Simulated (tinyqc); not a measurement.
Ion-assisted plasma etching: sheath, surface coverage, synergy and aspect-ratio dependence: one step, computed by the program tinyqc. Command: `OMP_NUM_THREADS=1 python tinyqc.py 3023981 3023982 out.jsonl etch walk`. One thread of a shared host (Intel(R) Xeon(R) Processor @ 2.30GHz), about 0.07 s of CPU time with the checks.

Radicals adsorb on bare sites; ions remove covered sites with a high yield and bare sites by sputtering; a slow spontaneous reaction acts everywhere, walls included.

Problem. Open-field etch rate. Steady coverage: s G_n (1 - theta) = x Y G_i theta; removal flux = Y G_i theta + Y_p G_i (1 - theta) + k_c G_n; rate = flux/N, 1 cm/s = 6e8 nm/min. Lateral rate = k_c G_n/N; anisotropy = 1 - lateral/vertical; synergy = vertical/(ions alone + radicals alone), with ions alone Y_p G_i/N and radicals alone the lateral rate.

Inputs (values chosen for the exercise, close to those used for silicon in a halogen plasma):
```
quantity                              value    unit
gas temperature T_g                     350       K
sticking coefficient s                 0.66       -
radicals per removed unit x               4       -
spontaneous reaction probability k_c  3e-05       -
solid density N                       5e+22  1/cm^3
```

Feature: round hole.

yield Y = 5.728697

sputter yield Y_p = 0.3416017

ion flux G_i = 1.127637e+15 1/(cm^2 s)

radical flux G_n = 2.284426e+17 1/(cm^2 s)

Give: coverage theta; vertical rate; lateral rate; anisotropy; synergy.

Solution.

coverage theta = 0.85369

vertical rate = 66.936 nm/min

lateral rate = 0.082239 nm/min

anisotropy = 0.99877

synergy = 14.227

The surface is nearly saturated: ions limit the ion-assisted part. Caution: a sheath of several millimetres is collisional at usual pressures, which lowers the ion energy and widens the angles.
